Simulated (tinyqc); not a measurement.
Charge imbalance from the loss of breakdown voltage.

Inverse problem. In a superjunction of pillar doping N and length Lp an imbalance dl lowers BV by q |dl| N Lp^2/(4 eps0 eps_r), as long as the field reaches through the pillar. Find |dl| and the net dose error |dl| N wp.

Values chosen for this exercise:
```
symbol  value  unit                                     meaning
eps_r    9.38        relative permittivity of the semiconductor
wp        0.5    um                        width of each pillar
```

Constants: q = 1.602176634e-19 C, eps0 = 8.8541878128e-14 F/cm where lengths are in cm. Results are converted to the units shown.

BV balanced and BV measured (V): [1900, 1704.4900]
N = 2.9609384e17 cm^-3
Lp = 7.8887657 um

Answer. The loss is linear in |dl|; its sign cannot be told from BV.

|dl| = 2.20 %
dose error = 3.26e11 cm^-2

Computed by the program tinyqc: `OMP_NUM_THREADS=1 python tinyqc.py 2590017 2590018 out.jsonl`, one thread of a shared Intel Xeon 2.30GHz, about 0.01 s for the whole run.
